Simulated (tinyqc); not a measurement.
Planar metal-insulator-metal capacitor: capacitance, non-linearity, leakage and relaxation: one step of the calculation.

A film between two metal electrodes, each interface adding a series capacitance ci. The small-signal permittivity is ek (1 + aq E^2); the field is found with the linear permittivity. Leakage J = J0 sinh(E/Ef). After a voltage step the film passes a relaxation current kr C V tt^(-nr), tt being the time in seconds.

Task. Planar capacitance, field and non-linearity. Planar film: Cf = eps0 ek/t, 1/C = 1/Cf + 2/ci, EOT = 3.9 eps0/C, effective permittivity C t/eps0, E = (V/t) C/Cf; quadratic coefficient [C(V)/C - 1]/V^2 with Cf (1 + aq E^2) in C(V).

Inputs (values chosen for the exercise); permittivity of the order of that of zirconium oxide: relative permittivity of the film ek = 31.7; film thickness t = 13 nm; capacitance of each electrode interface (dead layer and screening) ci = 260 uF/cm^2; quadratic field coefficient of the permittivity aq = 0.017 cm^2/MV^2; bias V = 0.9 V; leakage prefactor J0 = 3.2e-11 A/cm^2; field for an e-fold rise of the leakage Ef = 0.34 MV/cm.

Constants: eps0 = 8.8541878128e-14 F/cm where lengths are in cm. Results are converted to the units shown.

Find: Cf; C; EOT; effective permittivity; E; quadratic coefficient; J.

Result.

Cf = 2.159 uF/cm^2
C = 2.124 uF/cm^2
EOT = 1.626 nm
effective permittivity = 31.18
E = 0.6810 MV/cm
quadratic coefficient = 9573 ppm/V^2
J = 1.164e-10 A/cm^2

The interfaces take 1.63 % of the voltage.

Program tinyqc, `OMP_NUM_THREADS=1 python tinyqc.py 2102083 2102084 out.jsonl`; Intel Xeon 2.30GHz, shared host, one thread, about 0.01 s.
